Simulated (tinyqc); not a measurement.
Inside a calculation. Model: implant damage, amorphisation by cascade overlap, and solid-phase epitaxial regrowth. Computed by tinyqc, a small Python program that keeps every step. Command: `OMP_NUM_THREADS=1 python tinyqc.py 3111833 3111834 out.jsonl sper walk`. One thread of a shared host (Intel(R) Xeon(R) Processor @ 2.30GHz), about 0.01 s of CPU time with the checks. Intermediate numbers are printed to about 6 digits and carried at full precision; extremes and crossings named in words are read from the listed rows.

Range and width of the damage are inputs. Dynamic annealing enters only through the surviving share f.

Inputs (values chosen for the exercise, modelled on arsenic ions in silicon):
```
quantity,value,unit
atomic density N,49.9,1/nm^3
ion Z1,33,-
ion mass M1,74.9,u
target Z2,14,-
target mass M2,28.09,u
ion energy E,18,keV
displacement energy E_d,15,eV
depth of the damage peak R_d,8.8,nm
width of the damage profile s_d,5.1,nm
share of defects that survive f,0.95,-
critical displaced share x_c,0.12,-
dose Q,2.4e+15,1/cm^2
overlaps needed n,2,-
area amorphised by one track A_i,0.92,nm^2
regrowth prefactor v0,5.8e+15,nm/s
regrowth energy E_a,2.7,eV
anneal temperature,632,C
rate relative to (100),0.04,-
peak enhancement by the dopant,6.9,-
ramp rate,31,K/s
```

Constants: a_0 = 0.529177210903 angstrom; e^2/(4 pi eps_0) = 14.39964548 eV angstrom; k_B = 8.617333262e-05 eV/K.

## Damage energy and displacements per ion

Robinson partition: eps = E a M2/(Z1 Z2 (e^2/(4 pi eps_0)) (M1 + M2)), a = 0.8853 a_0/sqrt(Z1^(2/3) + Z2^(2/3)); k = 0.0793 Z1^(2/3) Z2^(1/2) (M1 + M2)^(3/2)/((Z1^(2/3) + Z2^(2/3))^(3/4) M1^(3/2) M2^(1/2)); damage energy T_d = E/(1 + k (eps + 0.40244 eps^(3/4) + 3.4008 eps^(1/6))); displacements nu = 0.8 T_d/(2 E_d).

reduced energy eps = 0.0861695

k = 0.115562

damage energy T_d = 14.0785 keV

T_d/E = 0.782140

displacements per ion nu = 375.427

22 % of the energy goes to electrons.

## The amorphous layer

Displaced share x(z) = f nu Q exp(-(z - R_d)^2/(2 s_d^2))/(sqrt(2 pi) s_d N); the layer is amorphous where x > x_c, between R_d -/+ s_d sqrt(2 ln(x_max/x_c)), the upper edge being cut at the surface. Threshold dose Q_c = Q x_c/x_max.

peak displaced share x_max = 13.4184

threshold dose Q_c = 2.14631e+13 1/cm^2

upper edge = 0 nm

lower edge = 24.4644 nm

The layer reaches the surface. Caution: x above 1 counts atoms displaced more than once.

## Damage left below the interface

Displaced atoms per area beyond the lower edge z2: f nu Q (1/2) erfc((z2 - R_d)/(sqrt2 s_d)); they are not removed by regrowth.

share of the damage beyond z2 = 0.00106512

displaced atoms beyond z2 = 9.11720e+14 1/cm^2

## Layer against dose

The formulas are those given above.

Dose series; the last column is f nu Q erfc((z2 - R_d)/(sqrt2 s_d))/2:
```
Q (1/cm^2),x_max,upper edge (nm),lower edge (nm),displaced atoms beyond z2 (1/cm^2)
2.36e+13,0.13195,6.57799,11.0220,2.79053e+15
3.22e+13,0.18003,4.20642,13.3936,2.11166e+15
5.37e+13,0.30024,1.89302,15.7070,1.68194e+15
8.59e+13,0.48027,0.30624,17.2938,1.46788e+15
1.50e+14,0.83865,0.00000,18.8570,1.30041e+15
2.58e+14,1.44248,0.00000,20.1734,1.18437e+15
5.37e+14,3.00236,0.00000,21.7417,1.06891e+15
1.07e+15,5.98236,0.00000,23.0601,9.86949e+14
```

A dose 45 times larger moves the lower edge from 11.0 to 23.1 nm, as the root of a logarithm, and the damage beyond it falls by a factor 2.8, since the edge lies on an ever steeper tail. The layer reaches the surface at Q_c exp(R_d^2/(2 s_d^2)) = 9.51e13 per cm^2.

## Overlap model

Gibbons model: a point turns amorphous after n + 1 hits; with y = A_i Q the amorphous share is 1 - exp(-y) sum_(k=0..n) y^k/k!. Doses are set by y.

Amorphous share:
```
y,Q (1/cm^2),direct impact (n = 0),given n
0.1,1.08696e+13,0.095163,1.54653e-04
0.3,3.26087e+13,0.259182,3.59949e-03
0.6,6.52174e+13,0.451188,2.31153e-02
1.0,1.08696e+14,0.632121,8.03014e-02
2.0,2.17391e+14,0.864665,3.23324e-01
3.0,3.26087e+14,0.950213,5.76810e-01
5.0,5.43478e+14,0.993262,8.75348e-01
8.0,8.69565e+14,0.999665,9.86246e-01
```

At small y the share grows as y^3; between the first rows the exponent is 2.86.

## Isothermal regrowth

v = v0 x orientation factor x exp(-E_a/(k_B T)) x [1 + (enhancement - 1) exp(-(z - R_d)^2/(2 s_d^2))], T = anneal temperature + 273.15 K; the dopant is taken to follow the damage profile; the lower front moves from the lower edge z2 to the surface, or to the middle (z1 + z2)/2 of a buried layer with upper edge z1; time = int dz/v; the equivalent undoped distance is that time times the undoped velocity.

undoped velocity = 0.214871 nm/s

distance to regrow = 24.4644 nm

time without enhancement = 113.856 s

equivalent undoped distance = 8.98871 nm

time with enhancement = 41.8331 s

The rate doubles for each 18 K or so near this temperature. Caution: regrowth on (111) is not only slow but leaves twins, which a single velocity does not describe.

## Regrowth during a ramp

On a linear ramp from 200 C regrowth ends at the T_f where int v_undoped dT/(ramp rate) equals the equivalent undoped distance.

temperature at which regrowth ends = 741.525 C

Checks made by the program: tail against quadrature of x(z) N (relative difference below 1e-10).
